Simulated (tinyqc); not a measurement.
Off-state leakage of single and stacked transistors: course of the iteration.

n-channel devices of unit width. Subthreshold current I(Vg, Vs, Vd) = I0 (T/300 K)^0.5 exp[(Vg - Vs - VT(T) - gb (Vs - Vb) + dd (Vd - Vs))/(nf Vt)] (1 - exp(-(Vd - Vs)/Vt)), VT(T) = VT - cT (T - 300 K). Gate-edge tunnelling Ig (Vd/1 V) exp(ag (Vd - 1 V)), for a gate at 0 V, and band-to-band leakage Ab u exp(-Bb/u), u = Vd - Vb + 1 V, flow at a drain held at V; both are taken as independent of T. In a stack of off transistors (all gates at 0 V) the same subthreshold current passes through each.

Start: Vx = dd V/(1 + gb + 2 dd), the solution for Vx well above Vt, rounded to three decimals.

Stack of two, Vx the node between them: I_low = I(0, 0, Vx), I_up = I(0, Vx, V), f = ln(I_up/I_low), f' = -(1 + gb + 2 dd)/(nf Vt) - 1/(Vt (exp(Vx/Vt) - 1)) - 1/(Vt (exp((V - Vx)/Vt) - 1)), Vx(new) = Vx - f/f'.

Stop when the step is below 1e-11 V, or after 40 iterations.

Inputs (values chosen for the exercise); values of the order met in bulk silicon logic transistors:
- T = 300 K (temperature)
- V = 0.9 V (supply voltage)
- VT = 0.48 V (threshold at 300 K, zero drain and body bias)
- cT = 0.8 mV/K (fall of the threshold with temperature)
- I0 = 0.42 uA/um (current at threshold at 300 K)
- nf = 1.29 (slope factor)
- dd = 0.16 (drain-induced lowering per volt)
- gb = 0.23 (rise of the threshold per volt of source-body bias)
- Vb = -0.6 V (body voltage)

Constants: q = 1.602176634e-19 C, kB = 1.380649e-23 J/K, Vt = kB T/q. Results are converted to the units shown.

Course of the iteration:
```
iteration	Vx before the step (V)	step (V)
1	0.093	4.89e-4
2	0.0934894	1.08e-7
3	0.0934895	5.13e-15
```

Did this iteration meet its convergence test, and what does its course show?

Yes. Converged in 3 iterations. The subthreshold current of the stack is 5.731e-6 nA/um, 49.2 times less than that of one transistor (the drain leakage is unchanged); the estimate exp[dd V (1 + gb + dd)/((1 + gb + 2 dd) nf Vt)] gives 48.0.

Computed by the program tinyqc: `OMP_NUM_THREADS=1 python tinyqc.py 2242085 2242086 out.jsonl`, one thread of a shared Intel Xeon 2.30GHz, about 0.03 s for the whole run.
